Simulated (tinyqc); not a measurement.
Physical sputtering: collision-cascade yield, angular dependence, faceting and resputtering in deposition: one step, computed by the program tinyqc.

Ions start collision cascades; atoms that reach the surface with more than U leave. The target is amorphous or fine-grained.

Task: Oblique incidence. Angular law: Y/Y0 = t^f exp(-f cos(a_opt)(t - 1)), t = 1/cos(angle), largest at a_opt. A plane tilted by the angle recedes along the beam at a speed proportional to Y(angle), and along its own normal as Y cos(angle).

Inputs (values chosen for the exercise, modelled on neon ions on copper): angular exponent f = 1.8; angle of the largest yield = 63 degrees; angle of incidence = 15 degrees.

yield Y0 = 0.5946273 atoms per ion

Give: Y/Y0 at the angle; yield at the angle; normal speed relative to a flat surface; largest Y/Y0.

Result:

Y/Y0 at the angle = 1.034

yield at the angle = 0.6149 atoms per ion

normal speed relative to a flat surface = 0.9989

largest Y/Y0 = 1.551
